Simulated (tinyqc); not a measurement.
Off-state leakage of single and stacked transistors: one step of the calculation.

n-channel devices of unit width. Subthreshold current I(Vg, Vs, Vd) = I0 (T/300 K)^0.5 exp[(Vg - Vs - VT(T) - gb (Vs - Vb) + dd (Vd - Vs))/(nf Vt)] (1 - exp(-(Vd - Vs)/Vt)), VT(T) = VT - cT (T - 300 K). Gate-edge tunnelling Ig (Vd/1 V) exp(ag (Vd - 1 V)), for a gate at 0 V, and band-to-band leakage Ab u exp(-Bb/u), u = Vd - Vb + 1 V, flow at a drain held at V; both are taken as independent of T. In a stack of off transistors (all gates at 0 V) the same subthreshold current passes through each.

Task. Leakage of one transistor. Vg = Vs = 0, Vd = V; effective threshold VT(T) - gb Vb - dd V.

Parameters, values chosen for the exercise; values of the order met in bulk silicon logic transistors:
- T = 378 K (temperature)
- V = 1.2 V (supply voltage)
- VT = 0.28 V (threshold at 300 K, zero drain and body bias)
- cT = 0.8 mV/K (fall of the threshold with temperature)
- I0 = 0.13 uA/um (current at threshold at 300 K)
- nf = 1.33 (slope factor)
- dd = 0.05 (drain-induced lowering per volt)
- gb = 0.15 (rise of the threshold per volt of source-body bias)
- Ig = 3e-6 uA/um (gate-edge tunnelling current at 1 V)
- ag = 5.3 1/V (exponential slope of the gate current)
- Ab = 6 uA/(um V) (prefactor of band-to-band leakage at the drain)
- Bb = 21 V (its exponential voltage)
- Vb = 0 V (body voltage)

Constants: q = 1.602176634e-19 C, kB = 1.380649e-23 J/K, Vt = kB T/q. Results are converted to the units shown.

Give: effective threshold; parts; total; shares.

Result.

effective threshold = 0.15760 V
parts (nA/um): subthreshold 3.8393, gate edge 0.010391, band-to-band 0.94414
total = 4.7938 nA/um
shares (%): subthreshold 80.088, gate edge 0.21676, band-to-band 19.695

The subthreshold part is the largest.

Numbers from tinyqc (`OMP_NUM_THREADS=1 python tinyqc.py 2242246 2242247 out.jsonl`; about 0.03 s on one thread of a shared Intel Xeon 2.30GHz).
